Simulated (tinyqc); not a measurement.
Plane-averaged potentials: correction of a charged-defect supercell by a model charge and potential alignment (plane-averaged potentials). Computed by tinyqc, a small Python program. Command: `OMP_NUM_THREADS=1 python tinyqc.py 3110049 3110050 out.jsonl align walk`. One thread of a shared host (Intel(R) Xeon(R) Processor @ 2.30GHz), about 0.01 s of CPU time with the checks.

The "true" defect charge is (1 - x) q in a Gaussian of width sigma plus x q in one of width sigma_t, so the exact answer is known; the correction sees only a single model Gaussian of width sigma_m. A Gaussian of width s has the transform rho(G) = exp(-G^2 s^2/2), normalised to 1. A uniform background cancels q, so G = 0 is left out. Potentials are those felt by a unit positive charge. E_0 is the formation energy of the isolated defect, E_cell its value in the supercell, E_lat = E_iso - E_per of the model charge, C the true less the model potential far from the defect; the exact correction is E_0 - E_cell, and the error of a scheme is E_cell plus its correction less E_0.

Inputs (values chosen for the exercise, with screening close to that of diamond):

| quantity | value | unit |
|---|---|---|
| defect charge q | 1 | e |
| dielectric constant eps | 5.87 | - |
| edge of the cubic cell L | 18.9 | angstrom |
| width sigma of the true defect charge | 1.4 | angstrom |
| width sigma_m of the model charge | 0.96 | angstrom |
| share x of the charge in a wide tail | 0 | - |
| width sigma_t of the tail | 2.7 | angstrom |

Constants: e^2/(4 pi eps_0) = 14.39964548 eV angstrom.

Method. Plane-averaged potential at distance z from the defect: V(z) = (4 pi q/(eps L^3)) (e^2/(4 pi eps_0 e)) sum_(m != 0) rho(G_m) cos(G_m z)/G_m^2, G_m = 2 pi m/L, |m| <= 40.

Potentials (V):

| z/L | z (angstrom) | true | model | difference |
|---|---|---|---|---|
| 0.00 | 0.000 | 0.092195 | 0.10497 | -0.012778 |
| 0.05 | 0.945 | 0.083652 | 0.09218 | -0.008524 |
| 0.10 | 1.890 | 0.062056 | 0.06386 | -0.001806 |
| 0.15 | 2.835 | 0.035457 | 0.03401 | 0.001449 |
| 0.20 | 3.780 | 0.009783 | 0.00754 | 0.002243 |
| 0.25 | 4.725 | -0.012527 | -0.01489 | 0.002359 |
| 0.30 | 5.670 | -0.030865 | -0.03323 | 0.002370 |
| 0.35 | 6.615 | -0.045136 | -0.04751 | 0.002371 |
| 0.40 | 7.560 | -0.055330 | -0.05770 | 0.002371 |
| 0.45 | 8.505 | -0.061446 | -0.06382 | 0.002371 |
| 0.50 | 9.450 | -0.063485 | -0.06586 | 0.002371 |

What does the comparison show, and why?

The difference moves by 0.00 mV between z/L = 0.4 and 0.5: a plateau.
